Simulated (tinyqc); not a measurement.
# Thermal stress and diffusional relaxation in a metal film: Coble and Nabarro-Herring creep, cooling and holds, step by step

A worked calculation. Computed by tinyqc, a small Python program that keeps every step. Command: `OMP_NUM_THREADS=1 python tinyqc.py 3030714 3030715 out.jsonl creep walk`. One thread of a shared host (Intel(R) Xeon(R) Processor @ 2.30GHz), about 0.03 s of CPU time with the checks. Intermediate numbers are printed to about 6 digits and carried at full precision; extremes and crossings named in words are read from the listed rows.

A thin film on a rigid substrate is stress-free at T0. Tension is positive and the film creeps linearly: d sigma/dt = -M (mismatch) dT/dt - sigma/tau.

Inputs (values chosen for the exercise, modelled on gold films on silicon):
```
quantity                           value        unit
biaxial modulus M                    143         GPa
expansion mismatch                    11      1e-6/K
atomic volume Omega                   17  angstrom^3
lattice prefactor D0             1.3e-05       m^2/s
lattice energy E                     1.8          eV
boundary prefactor (delta D_b)0  3.1e-16       m^3/s
boundary energy E_b                0.901          eV
grain size d                        0.27          um
stress-free temperature T0           350           C
hold temperature T                   230           C
hold time t                         0.01           h
cooling rate                          10       C/min
```

Constants: k_B = 1.380649e-23 J/K; k_B = 8.617333262e-05 eV/K.

## Elastic stress after a quench

Thermoelastic slope = M x mismatch; sigma_0 = slope x (T0 - T).

thermoelastic slope = 1.573 MPa/K

stress after a quench sigma_0 = 188.76 MPa

## Creep at the hold temperature

Creep rate per stress: Nabarro-Herring 14 D Omega/(k_B T d^2), Coble (14 pi) delta D_b Omega/(k_B T d^3), with D = D0 exp(-E/(k_B T)), delta D_b = (delta D_b)0 exp(-E_b/(k_B T)); 1/tau = M x (sum of both)/2 (biaxial strain rate is half the uniaxial one). Temperatures in kelvin are T(C) + 273.15. sigma(t) = sigma_0 exp(-t/tau), relaxed part sigma_0 - sigma(t); the grain size where both mechanisms are equal is pi delta D_b/D.

Nabarro-Herring rate = 5.70686e-18 1/(Pa s)

Coble rate = 1.60100e-12 1/(Pa s)

relaxation time tau = 0.00242660 h

stress after the hold = 3.06325 MPa

stress relaxed during the hold = 185.697 MPa

crossover grain size = 75745.9 um

Coble creep is 280000 times as fast as Nabarro-Herring creep at this grain size. The crossover size is formal, far above any film grain. Caution: bulk creep laws overstate relaxation in a bonded film, where the substrate constrains boundary diffusion, and dislocation glide is left out.

## Stress after cooling to room temperature

Cooling from T0 at the constant rate: d sigma/dT = -slope + sigma/(tau(T) x rate), integrated to 25 C (stiff solver, tolerance 1e-9). Effective stress-free temperature T_eff = 25 C + sigma/slope.

stress at 25 C = 218.390 MPa

effective stress-free temperature = 163.837 C

Creep during cooling removes 57.3 % of the elastic value. Caution: bulk creep laws overstate relaxation in a bonded film, and dislocation glide would cap stresses above the yield stress.

## Where a fixed hold relaxes most

For each hold temperature: sigma_0 = slope (T0 - T), relaxed stress sigma_0 (1 - exp(-t/tau)), initial rate sigma_0/tau. In confined lines the relaxed part appears as void volume.

Holds:
```
T (C)  sigma_0 (MPa)      tau (h)  relaxed (MPa)  initial rate (MPa/h)
25           511.225  2.30656e+03    2.21639e-03           2.21640e-01
65           448.305  4.13110e+01    1.08506e-01           1.08519e+01
105          385.385  1.75461e+00    2.19016e+00           2.19641e+02
145          322.465  1.37774e-01    2.25762e+01           2.34054e+03
185          259.545  1.70113e-02    1.15362e+02           1.52572e+04
225          196.625  2.95967e-03    1.89922e+02           6.64347e+04
265          133.705  6.71809e-04    1.33705e+02           1.99022e+05
305           70.785  1.88184e-04    7.07850e+01           3.76149e+05
345            7.865  6.24242e-05    7.86500e+00           1.25993e+05
```

The relaxed stress peaks at 225 C among these rows: colder holds have more stress but slower diffusion, hotter ones faster diffusion but less stress. The initial rate peaks about k_B T^2/E_b = 37 K below T0 when boundaries dominate; its largest row is 305 C. Caution: dislocation glide would cap stresses above the yield stress; capping layers can block the surface and boundary paths, and threshold stresses are ignored.

Checks made by the program: cooling integral by quadrature (relative difference 3e-09).
